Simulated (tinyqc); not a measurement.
MOSFET in the linear regime without short-channel effects, parameter extraction from computed curves: extraction methods against the temperature.

Inversion charge Q = Cox n Vt W0(exp((Vg - VT)/(n Vt))), W0 the Lambert function and n = nf; u = Q/Cox; mobility mu = mu0/(1 + th1 u + th2 u^2); channel resistance Rch = (L - dL)/(W mu Q); Id = Vd/(Rch + Rsd/W). Cox = eps0 eox/tox. Small Vd, no channel-length or drain effects.

From the continuous curve Id(Vg): tangent at peak gm (V_ext = Vg - Id/gm); constant current Id = 0.1 uA W/L; peak of d2Id/dVg2; Y = Id/sqrt(gm) drawn through Vg = VT + 0.6 and VT + 0.8 V, with intercept VT_Y and slope s. Mobilities gm,max L/(W Cox Vd) and s^2 L/(W Cox Vd) with the drawn L. Last column: share of Rsd/W in the total resistance at VT + 0.8 V.

Parameters, values chosen for the exercise; channel values of the order met in silicon transistors: relative permittivity of the gate insulator (close to silicon dioxide) eox = 3.9; insulator thickness tox = 3.1 nm; low-field mobility mu0 = 220 cm^2/(V s); first mobility attenuation factor th1 = 0.71 1/V; second mobility attenuation factor th2 = 0 1/V^2; threshold voltage VT = 0.31 V; body factor nf = 1.2; gate width W = 1 um; drawn gate length L = 0.16 um; drawn less effective length dL = 0.014 um; source plus drain resistance Rsd = 330 ohm um; drain voltage Vd = 0.05 V.

Constants: q = 1.602176634e-19 C, kB = 1.380649e-23 J/K, Vt = kB T/q, eps0 = 8.8541878128e-14 F/cm where lengths are in cm. Results are converted to the units shown.

Results:

| T (K) | V_ext (V) | constant current (V) | second derivative (V) | VT_Y (V) | mobility from gm (cm^2/(V s)) | mobility from Y (cm^2/(V s)) | series share (%) |
|---|---|---|---|---|---|---|---|
| 77 | 0.313 | 0.317 | 0.308 | 0.333 | 184 | 235 | 21.5 |
| 110 | 0.312 | 0.313 | 0.307 | 0.339 | 175 | 233 | 21.4 |
| 150 | 0.310 | 0.306 | 0.305 | 0.344 | 167 | 230 | 21.2 |
| 220 | 0.306 | 0.292 | 0.302 | 0.351 | 155 | 224 | 20.9 |
| 300 | 0.299 | 0.274 | 0.297 | 0.355 | 145 | 218 | 20.6 |
| 450 | 0.282 | 0.233 | 0.287 | 0.356 | 131 | 207 | 20.2 |

Estimate the missing row, T = 370 K.

Computed row:

| T (K) | V_ext (V) | constant current (V) | second derivative (V) | VT_Y (V) | mobility from gm (cm^2/(V s)) | mobility from Y (cm^2/(V s)) | series share (%) |
|---|---|---|---|---|---|---|---|
| 370 | 0.292 | 0.255 | 0.292 | 0.356 | 138 | 213 | 20.4 |

With this row back in the table: The model has VT = 0.31 V and mu0 = 220 cm^2/(V s). Over the table the extracted thresholds move by 31 mV (tangent), 84 mV (constant current), 21 mV (second derivative), 23 mV (Y function). The mobility from gm falls from 184 to 131 and that from Y falls from 235 to 207 cm^2/(V s).

tinyqc, about 0.01 s, one thread, Intel Xeon 2.30GHz (shared host): `OMP_NUM_THREADS=1 python tinyqc.py 2210053 2210054 out.jsonl`
